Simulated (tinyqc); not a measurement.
p-n diode with diffusion and depletion-layer recombination: two steps of the calculation.

Abrupt junction in the depletion approximation, low injection, full ionisation, neutral widths fixed, ohmic contact on the p side. Vj is the junction voltage; where a series resistance Rs is given, V = Vj + J Rs is the terminal voltage.

Inputs (values chosen for the exercise); band and dielectric values close to those of silicon:
```
symbol    value      unit                                               meaning
T           325         K                                           temperature
Eg         1.13        eV                                              band gap
eps_r      11.9                                           relative permittivity
Nc      3.17e19     cm^-3                conduction-band density of states at T
Nv      3.03e19     cm^-3                   valence-band density of states at T
Na       1.6e18     cm^-3                                      acceptor density
Nd       9.7e15     cm^-3                                         donor density
tn         1e-7         s                                     electron lifetime
tp         1e-6         s                                         hole lifetime
Rs       0.0033  ohm cm^2                                     series resistance
Et            0        eV                  trap level above the intrinsic level
Vj         0.57         V  junction voltage at which recombination is evaluated
V          0.78         V                                      terminal voltage
```

Constants: q = 1.602176634e-19 C, kB = 1.380649e-23 J/K, Vt = kB T/q, eps0 = 8.8541878128e-14 F/cm where lengths are in cm. Results are converted to the units shown.

Question 1. Recombination in the depleted layer. ni = sqrt(Nc Nv) exp(-Eg/(2 Vt)), Eg in volts. Vbi = Vt ln(Na Nd/ni^2), W = sqrt(2 eps0 eps_r (Vbi - Vj)(1/Na + 1/Nd)/q), xp = W Nd/(Na + Nd), xn = W Na/(Na + Nd); u(x) = q Na (x + xp)^2/(2 eps0 eps_r) for x < 0 and Vbi - Vj - q Nd (xn - x)^2/(2 eps0 eps_r) for x > 0; p = Na exp(-u/Vt), n = Nd exp((u - Vbi + Vj)/Vt); U = ni^2 (exp(Vj/Vt) - 1)/(tp (n + ni exp(Et/Vt)) + tn (p + ni exp(-Et/Vt))); J_scr = q times the integral of U from -xp to xn. Trapezoid rule on 14 equal steps.

Wanted: W; x; u; n; p; U; J_scr.

Answer 1.

W = 185.0 nm

```
point  x (nm)   u (V)  n (cm^-3)  p (cm^-3)  U (cm^-3 s^-1)
0        -1.1  0.0000   1.243e12   1.600e18        1.243e19
1        12.1  0.0333   4.077e12   4.878e17        4.076e19
2        25.3  0.0655   1.288e13   1.545e17        1.287e20
3        38.5  0.0951   3.709e13   5.361e16        3.684e20
4        51.8  0.1222   9.747e13   2.040e16        9.302e20
5        65.0  0.1466   2.336e14   8.514e15        1.833e21
6        78.2  0.1685   5.106e14   3.895e15        2.209e21
7        91.4  0.1879   1.018e15   1.953e15        1.639e21
8       104.6  0.2046   1.851e15   1.074e15        1.015e21
9       117.8  0.2188   3.071e15   6.476e14        6.342e20
10      131.1  0.2304   4.646e15   4.280e14        4.241e20
11      144.3  0.2394   6.411e15   3.102e14        3.087e20
12      157.5  0.2459   8.070e15   2.464e14        2.457e20
13      170.7  0.2497   9.264e15   2.147e14        2.142e20
14      183.9  0.2510   9.700e15   2.050e14        2.046e20
```

J_scr = 0.002139 A/cm^2

Question 2. New Vj. Diffusion current alone: J = J0 (exp(Vj/Vt) - 1), g = Vj + J Rs - V, g' = 1 + Rs J0 exp(Vj/Vt)/Vt, Vj(new) = Vj - g/g'.

Vj at the start = 0.78 V
J0 = J0n + J0p = 3.4534954e-10 A/cm^2

Give: J; g; g'; Vj after iteration 1.

Answer 2.

J = 430.26 A/cm^2
g = 1.4198 V
g' = 51.697
Vj after iteration 1 = 0.75254 V

tinyqc, about 0.01 s, one thread, Intel Xeon 2.30GHz (shared host): `OMP_NUM_THREADS=1 python tinyqc.py 2260116 2260117 out.jsonl`
